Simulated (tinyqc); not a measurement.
Hueckel theory of the pi electrons with the omega technique, for the molecule Fc1ccc2occc2c1 (SMILES; centres numbered as the heavy atoms are written), step by step. One step of it, computed by the program tinyqc.

Task: Orbitals, round 2. Diagonalise; E = alpha + x beta with beta < 0, so the largest x are filled first; degenerate levels share their electrons. P = sum n_i c_ri c_si; each orbital has its largest coefficient positive (the first on a tie).

matrix after round 1:
```
           1F        2C         3C         4C        5C        6O        7C         8C
1F   3.429902  0.670000   0.000000   0.000000  0.000000  0.000000  0.000000   0.000000
2C   0.670000  0.003380   1.000000   0.000000  0.000000  0.000000  0.000000   0.000000
3C   0.000000  1.000000  -0.014902   1.000000  0.000000  0.000000  0.000000   0.000000
4C   0.000000  0.000000   1.000000  -0.012298  1.000000  0.000000  0.000000   0.000000
5C   0.000000  0.000000   0.000000   1.000000  0.000760  0.750000  0.000000   0.000000
6O   0.000000  0.000000   0.000000   0.000000  0.750000  2.153521  0.750000   0.000000
7C   0.000000  0.000000   0.000000   0.000000  0.000000  0.750000  0.016434   1.000000
8C   0.000000  0.000000   0.000000   0.000000  0.000000  0.000000  1.000000  -0.045459
9C   0.000000  0.000000   0.000000   0.000000  1.000000  0.000000  0.000000   1.000000
10C  0.000000  1.000000   0.000000   0.000000  0.000000  0.000000  0.000000   0.000000

            9C        10C
1F    0.000000   0.000000
2C    0.000000   1.000000
3C    0.000000   0.000000
4C    0.000000   0.000000
5C    1.000000   0.000000
6O    0.000000   0.000000
7C    0.000000   0.000000
8C    1.000000   0.000000
9C   -0.013981   1.000000
10C   1.000000  -0.017357
```

pi electrons, sum of z_r less the charge = 12

Give: x values; occupations; coefficients; charge and bond-order matrix P.

Result:

x values: [3.5815, 2.7586, 1.8800, 1.3340, 0.8556, 0.6193, -0.7986, -1.0984, -1.4656, -2.1665]

occupations: [2.0000, 2.0000, 2.0000, 2.0000, 2.0000, 2.0000, 0.0000, 0.0000, 0.0000, 0.0000]

coefficients:
```
        MO1      MO2      MO3      MO4      MO5      MO6      MO7      MO8
1F   0.9700  -0.0523  -0.1521   0.0647  -0.1385  -0.0061   0.0015  -0.0794
2C   0.2195   0.0524   0.3518  -0.2024   0.5322   0.0255  -0.0093   0.5369
3C   0.0675   0.0758   0.3441  -0.4635   0.1388   0.3867  -0.4067  -0.1370
4C   0.0232   0.1578   0.3002  -0.4228  -0.4114   0.2197   0.3280  -0.3884
5C   0.0159   0.3616   0.2239  -0.1057  -0.4959  -0.2479   0.1488   0.5589
6O   0.0108   0.8057  -0.4275  -0.1659   0.2185  -0.1519  -0.1779  -0.1638
7C   0.0046   0.2884  -0.0680   0.2870   0.1177   0.5587   0.5515   0.1513
8C   0.0084   0.1867   0.1939   0.5025  -0.0651   0.4507  -0.3160  -0.0458
9C   0.0257   0.2351   0.4413   0.4062  -0.1764  -0.2591  -0.3135  -0.1030
10C  0.0681   0.1036   0.4180   0.1508   0.4076  -0.3669   0.4132  -0.4013

         MO9     MO10
1F   -0.0430  -0.0403
2C    0.3143   0.3366
3C   -0.4549  -0.3107
4C    0.3457   0.3320
5C   -0.0474  -0.4044
6O    0.0934   0.0497
7C   -0.4035   0.1179
8C    0.5280  -0.2947
9C   -0.3462   0.5072
10C   0.0220  -0.3926
```

charge and bond-order matrix P:
```
          1F       2C       3C       4C       5C       6O       7C       8C
1F    1.9804   0.1395  -0.0848  -0.0062   0.0517  -0.0135  -0.0028   0.0153
2C    0.1395   0.9992   0.6348  -0.0177  -0.2953   0.0803   0.0220  -0.0901
3C   -0.0848   0.6348   1.0245   0.6812  -0.0203  -0.0737   0.1962   0.0275
4C   -0.0062  -0.0177   0.6812   1.0237   0.6378  -0.1081  -0.0436   0.0024
5C    0.0517  -0.2953  -0.0203   0.6378   0.9994   0.2851  -0.2762  -0.0430
6O   -0.0135   0.0803  -0.0737  -0.1081   0.2851   1.8606   0.3095  -0.1968
7C   -0.0028   0.0220   0.1962  -0.0436  -0.2762   0.3095   0.9924   0.8581
8C    0.0153  -0.0901   0.0275   0.0024  -0.0430  -0.1968   0.8581   1.0648
9C   -0.0044  -0.0190  -0.2831   0.0282   0.5860  -0.1311  -0.0221   0.4570
10C  -0.0947   0.6890   0.0022  -0.3373   0.0100   0.0505  -0.2239  -0.0304

          9C      10C
1F   -0.0044  -0.0947
2C   -0.0190   0.6890
3C   -0.2831   0.0022
4C    0.0282  -0.3373
5C    0.5860   0.0100
6O   -0.1311   0.0505
7C   -0.0221  -0.2239
8C    0.4570  -0.0304
9C    1.0278   0.5900
10C   0.5900   1.0272
```
